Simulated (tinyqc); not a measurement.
# MESFET, gradual channel with velocity saturation: effects of single changes

A uniformly doped n-type channel, depleted from the top by a Schottky gate; at channel potential V the depleted share of a is u = sqrt((Vbi - Vg + V)/Vp), s at the source. Electrons drift with v = mu E/(1 + mu E/vsat). Abrupt depletion edge, no series resistance, source at 0.

Parameters, values chosen for the exercise; material values those of a made-up semiconductor:
- T = 250 K (temperature)
- eps_r = 14.2 (relative permittivity of the semiconductor)
- Nc = 2.6e17 cm^-3 (conduction-band density of states at T)
- Nd = 5.8e16 cm^-3 (donor density of the channel)
- a = 270 nm (channel thickness)
- mu = 4300 cm^2/(V s) (low-field mobility at this doping)
- vsat = 9e6 cm/s (saturation velocity)
- L = 1 um (gate length)
- W = 100 um (gate width)
- phiB = 0.81 V (Schottky barrier)
- Vg = -1.3 V (gate voltage)

Constants: q = 1.602176634e-19 C, kB = 1.380649e-23 J/K, Vt = kB T/q, eps0 = 8.8541878128e-14 F/cm where lengths are in cm. Results are converted to the units shown.

Each table varies one quantity; the others keep the values above.

## Effect of the gate length on saturation

Vbi = phiB - Vt ln(Nc/Nd); Vp = q Nd a^2/(2 eps0 eps_r); G0 = q mu Nd a W/L; Z = mu Vp/(vsat L); s = sqrt((Vbi - Vg)/Vp). I = (G0 Vp/3) F/(1 + Z (u^2 - s^2)), F = 3 (u^2 - s^2) - 2 (u^3 - s^3), with u at V = Vd; Z = 0 gives constant mobility, for which u stops at 1. The current peaks at u = um, the root of (1 - u)(1 + Z (u^2 - s^2)) = Z F/3; beyond Vdsat = Vp (um^2 - s^2) it is held at that value. gm = G0 (um - s)/(1 + Z (um^2 - s^2)).

Result of one run:

| L (um) | Z | um | Vdsat (V) | Isat (mA) | Isat for Z = 0 (mA) | gm (mS) |
|---|---|---|---|---|---|---|
| 2.1 | 6.1292 | 0.96148 | 0.41278 | 0.86980 | 1.8868 | 2.2066 |

What becomes of these results when the gate length L is changed from 2.1 to 20 um, all else the same?

Result of the changed run:

| L (um) | Z | um | Vdsat (V) | Isat (mA) | Isat for Z = 0 (mA) | gm (mS) |
|---|---|---|---|---|---|---|
| 20 | 0.64357 | 0.99232 | 0.57511 | 0.17343 | 0.19811 | 0.54128 |

The whole series:

| L (um) | Z | um | Vdsat (V) | Isat (mA) | Isat for Z = 0 (mA) | gm (mS) |
|---|---|---|---|---|---|---|
| 0.1 | 128.71 | 0.90676 | 0.13737 | 2.1055 | 39.622 | 4.0750 |
| 0.21 | 61.292 | 0.91714 | 0.18838 | 1.8710 | 18.868 | 3.7855 |
| 0.45 | 28.603 | 0.93034 | 0.25407 | 1.5730 | 8.8048 | 3.3812 |
| 0.97 | 13.269 | 0.94564 | 0.33138 | 1.2276 | 4.0847 | 2.8498 |
| 2.1 | 6.1292 | 0.96148 | 0.41278 | 0.86980 | 1.8868 | 2.2066 |
| 4.4 | 2.9253 | 0.97503 | 0.48345 | 0.56394 | 0.90049 | 1.5570 |
| 9.4 | 1.3693 | 0.98557 | 0.53914 | 0.32584 | 0.42151 | 0.96733 |
| 20 | 0.64357 | 0.99232 | 0.57511 | 0.17343 | 0.19811 | 0.54128 |

As L goes from 0.1 to 20 um, Vdsat rises from 0.137 to 0.575 V, Isat falls from 2.11 to 0.173 mA and gm falls from 4.08 to 0.541 mS. Isat is 0.0531 of the constant-mobility value in the first row and 0.875 in the last. Isat goes as L^(-0.16) between the first two rows and as L^(-0.84) between the last two; constant mobility gives 1/L, and short gates gain less because the velocity is capped. For L = 0.1 to 0.45 um the gate is shorter than 2 a, outside the gradual-channel approximation. In every row the open channel at the source, (1 - s) a, is under two Debye lengths, so the abrupt edge is rough.

## Effect of the gate voltage on saturation

Same model as above.

The same in every row: Z = 12.87.

Effect of the gate voltage on saturation:

| Vg (V) | um | Vdsat (V) | Isat (mA) | Isat for Z = 0 (mA) | gm (mS) |
|---|---|---|---|---|---|
| -1.6 | 0.9799 | 0.2092 | 0.4534 | 1.022 | 2.183 |
| -1.33 | 0.9500 | 0.3236 | 1.129 | 3.578 | 2.775 |
| -1.07 | 0.9156 | 0.4108 | 1.906 | 7.599 | 3.184 |
| -0.8 | 0.8752 | 0.4859 | 2.818 | 13.51 | 3.571 |
| -0.53 | 0.8301 | 0.5489 | 3.836 | 21.33 | 3.974 |
| -0.27 | 0.7819 | 0.5993 | 4.925 | 30.84 | 4.420 |
| 0 | 0.7257 | 0.6412 | 6.194 | 43.03 | 5.003 |

Read the table: what changes, and by how much?

As Vg goes from -1.6 to 0 V, Vdsat rises from 0.209 to 0.641 V, Isat rises from 0.453 to 6.19 mA and gm rises from 2.18 to 5.00 mS. Isat is 0.444 of the constant-mobility value in the first row and 0.144 in the last. For Vg = -1.6 to -1.33 V the open channel at the source, (1 - s) a, is under two Debye lengths, so the abrupt edge is rough.

## Output curve

Same model as above.

Output curve:

| Vd (V) | u (at most 1) | I for Z = 0 (mA) | I (mA) |
|---|---|---|---|
| 0.07 | 0.8929 | 0.8643 | 0.6477 |
| 0.15 | 0.9093 | 1.718 | 1.001 |
| 0.23 | 0.9255 | 2.430 | 1.158 |
| 0.31 | 0.9414 | 3.004 | 1.211 |
| 0.39 | 0.9571 | 3.442 | 1.213 |
| 0.47 | 0.9725 | 3.746 | 1.213 |
| 0.55 | 0.9876 | 3.918 | 1.213 |
| 0.63 | 1.000 | 3.962 | 1.213 |
| 0.71 | 1.000 | 3.962 | 1.213 |

What does the comparison show?

With constant mobility the current rises from 0.864 to 3.96 mA and saturates at pinch-off, Vd = 0.616 V; with Z = 12.9 it saturates at 0.335 V and 1.21 mA. The two differ by 25 % in the first row and 69 % in the last. In every row the open channel at the source, (1 - s) a, is under two Debye lengths, so the abrupt edge is rough.

Numbers from tinyqc (`OMP_NUM_THREADS=1 python tinyqc.py 2500025 2500026 out.jsonl`; about 0.04 s on one thread of a shared Intel Xeon 2.30GHz).
